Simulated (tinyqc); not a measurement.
# Floating body of a partially depleted SOI transistor: body voltage and kink: transfer curve and swing

Source at 0 V. Channel current Ic = 2 nf K Vt^2 [F(0) - F(Vd)](1 + la Vd), F(V) = ln^2(1 + exp((Vg - VT - nf V)/(2 nf Vt))), VT = VT0 - gb Vb. Saturation voltage Vs = 2 Vt sqrt(F(0)) + 3 Vt, excess Ve = (Vd - Vs + sqrt((Vd - Vs)^2 + 0.0004 V^2))/2, multiplication M1 = Ai Ve exp(-Bl/Ve). Each junction passes D(v) = J1 (exp(v/Vt) - 1) + J2 (exp(v/(2 Vt)) - 1). Bipolar current Ib = bb J1 (exp(Vb/Vt) - 1). The body settles where M1 (Ic + Ib) = D(Vb) + D(Vb - Vd) + Vb/Rb; drain current Id = (1 + M1)(Ic + Ib) - D(Vb - Vd).

Rows with more than one solution for Vb (latch) are left out; dId/dVd by a forward difference over 1e-4 V, swing = 1e-4 V over the change of log10 Id; M1 under 1e-12 is printed as 0.

Values chosen for this exercise; values of the order met in partially depleted silicon-on-insulator transistors: temperature T = 330 K; threshold at zero body voltage VT0 = 0.43 V; fall of the threshold per volt of body voltage gb = 0.28; slope factor nf = 1.44; gain factor per width K = 220 uA/(V^2 um); channel-length modulation factor la = 0.09 1/V; impact-ionisation prefactor Ai = 1.61 1/V; impact-ionisation voltage Bl = 4.6 V; diffusion saturation current of each junction J1 = 5.1e-12 uA/um; recombination saturation current of each junction J2 = 1.7e-8 uA/um; gain of the lateral bipolar transistor on the diffusion current bb = 0.5; resistance of a weak body tie to the source (1e9 stands for no tie, and the term is then dropped) Rb = 1e9 kohm um; drain voltage Vd = 2 V.

Constants: q = 1.602176634e-19 C, kB = 1.380649e-23 J/K, Vt = kB T/q. Results are converted to the units shown.

Result of one run:

| Vb (V) | M1 | Id, floating (uA/um) | Id, grounded (uA/um) | ratio | swing, floating (mV/decade) | swing, grounded (mV/decade) |
|---|---|---|---|---|---|---|
| 0.7478 | 0.1960 | 8.246 | 0.8244 | 10.00 | 317.4 | 153.7 |

Which gate voltage Vg gave this result: -0.02, 0.28, 0.48, 0.58 or 0.68 V?

Vg = 0.48 V.

The whole series:

| Vg (V) | Vb (V) | M1 | Id, floating (uA/um) | Id, grounded (uA/um) | ratio | swing, floating (mV/decade) | swing, grounded (mV/decade) |
|---|---|---|---|---|---|---|---|
| -0.02 | 0.4347 | 0.2785 | 2.647e-4 | 1.302e-5 | 20.33 | 66.34 | 94.61 |
| 0.08 | 0.5471 | 0.2765 | 0.006526 | 1.480e-4 | 44.09 | 77.25 | 94.97 |
| 0.18 | 0.6290 | 0.2695 | 0.1021 | 0.001646 | 62.02 | 93.01 | 96.53 |
| 0.28 | 0.6884 | 0.2518 | 0.8429 | 0.01701 | 49.55 | 133.3 | 101.6 |
| 0.38 | 0.7256 | 0.2251 | 3.380 | 0.1441 | 23.45 | 210.3 | 116.8 |
| 0.48 | 0.7478 | 0.1960 | 8.246 | 0.8244 | 10.00 | 317.4 | 153.7 |
| 0.58 | 0.7616 | 0.1680 | 15.24 | 2.906 | 5.244 | 441.4 | 221.2 |
| 0.68 | 0.7705 | 0.1422 | 24.06 | 6.958 | 3.458 | 573.3 | 315.7 |
| 0.78 | 0.7763 | 0.1189 | 34.52 | 13.02 | 2.651 | 708.2 | 427.1 |

Vb rises from 0.435 to 0.776 V. The smallest swing among the rows is 66.3 mV a decade with a floating body (at Vg = -0.02 V) and 94.6 with a grounded one; Vt ln 10 = 65.5. The floating swing is smaller by more than 3 % for Vg = -0.02, 0.08, 0.18 V, where the rising Vb lowers the threshold as Vg rises. In the first row the floating body raises the current by a factor of 20.3.

Range of the model: The multiplication law is an empirical form chosen for the exercise; self-heating and capacitive coupling to the body are left out, and the linear laws are rough once Vb passes about 0.7 V or M1 about 0.1.

Numbers from tinyqc (`OMP_NUM_THREADS=1 python tinyqc.py 2182269 2182270 out.jsonl`; about 0.2 s on one thread of a shared Intel Xeon 2.30GHz).
